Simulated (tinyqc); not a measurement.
# Worked calculation: thin-film transistor with exponential tail and deep states, accumulation layer

tinyqc, about 0.02 s, one thread, Intel Xeon 2.30GHz (shared host): `OMP_NUM_THREADS=1 python tinyqc.py 2610106 2610107 out.jsonl` Printed values are rounded.

An undoped film in accumulation, thicker than the space-charge layer. With band bending psi the Fermi level lies E0 - psi below the band edge. Free electrons n = n0 exp(psi/Vt) carry the current; electrons in two exponential distributions of traps, a = a0 exp(psi/Va) and d = d0 exp(psi/Vp), do not. Linear regime, ohmic contacts, traps in equilibrium.

Values chosen for this exercise; values close to those of an organic semiconductor: temperature T = 290 K; relative permittivity of the semiconductor eps_r = 3.2; density of extended states Nc = 1.2e20 cm^-3; band mobility mb = 3.2 cm^2/(V s); total density of tail states Nt = 1.2e20 cm^-3; characteristic temperature of the tail Tt = 440 K; total density of deep states Nd = 2.3e17 cm^-3; characteristic temperature of the deep states Td = 1330 K; bulk Fermi level below the band edge E0 = 0.4 eV; gate capacitance Ci = 60 nF/cm^2; ratio W/L WL = 20; drain voltage Vd = 0.1 V; gate voltage above flat band Vg = 3.9 V.

Constants: q = 1.602176634e-19 C, kB = 1.380649e-23 J/K, Vt = kB T/q, eps0 = 8.8541878128e-14 F/cm where lengths are in cm. Results are converted to the units shown.

Range of the model: The th form assumes a Fermi level far below the band edge; at the surface it overcounts the filled tail by a factor of about 1.2.

## Bulk densities

Va = kB Tt/q, Vp = kB Td/q; n0 = Nc exp(-E0/Vt), a0 = Nt th(T/Tt) exp(-E0/Va), d0 = Nd th(T/Td) exp(-E0/Vp), th(x) = pi x/sin(pi x).

Va = 0.0379163 V
Vp = 0.114611 V
th(T/Tt) = 2.35917
n0 = 1.34203e13 cm^-3
a0 = 7.41864e15 cm^-3
d0 = 7.59482e15 cm^-3

## Iteration 1: surface potential by Newton steps

psi at the start = 0.45 V

Va = kB Tt/q, Vp = kB Td/q. G(psi) = sum over the three kinds of c0 [V (exp(psi/V) - 1) - psi], field F = sqrt(2 q G/(eps0 eps_r)); Vg = psi + eps0 eps_r F/Ci at the surface. f = psi + eps0 eps_r F/Ci - Vg, f' = 1 + q rho/(Ci F) with rho = sum c0 (exp(psi/V) - 1); psi(new) = psi - f/f'.

F = 8396.75 kV/cm
f = 36.2014 V
f' = 619.899
psi after iteration 1 = 0.391601 V

## Iteration 2: surface potential by Newton steps

As before.

F = 3489.00 kV/cm
f = 12.9675 V
f' = 240.412
psi after iteration 2 = 0.337663 V

## Course of the iteration: surface potential by Newton steps

Stop when psi changes by less than 1e-10 V, or after 30 iterations. psi must stay between 0 and 5 V.

Course of the iteration:
```
iteration   psi (V)  |change| (V)
1          0.391601        0.0584
2          0.337663        0.0539
3          0.299446        0.0382
4          0.284481        0.0150
5          0.282715       1.77e-3
6          0.282693       2.16e-5
7          0.282693       3.16e-9
8          0.282693       < 1e-14
```

Converged in 8 iterations. At the end the number of correct digits about doubles with each step.

## Free and total charge, current

psi_s = 0.282693 V

Va = kB Tt/q, Vp = kB Td/q. G(psi) = sum over the three kinds of c0 [V (exp(psi/V) - 1) - psi], field F = sqrt(2 q G/(eps0 eps_r)); Vg = psi + eps0 eps_r F/Ci at the surface. Total charge Q = Ci (Vg - psi_s); free charge Qf = q times the integral of n0 (exp(psi/Vt) - 1)/F over psi from 0 to psi_s; I = (W/L) mb Qf Vd; effective mobility mb Qf/Q.

surface densities (cm^-3): free 1.09788e18, tail 1.28322e19, deep 8.94803e16
Q = 217.038 nC/cm^2
Qf = 8.63826 nC/cm^2
effective mobility = 0.127362 cm^2/(V s)
I = 55.2849 nA

3.98 % of the induced charge is free, against 7.83 % of the electrons right at the surface.
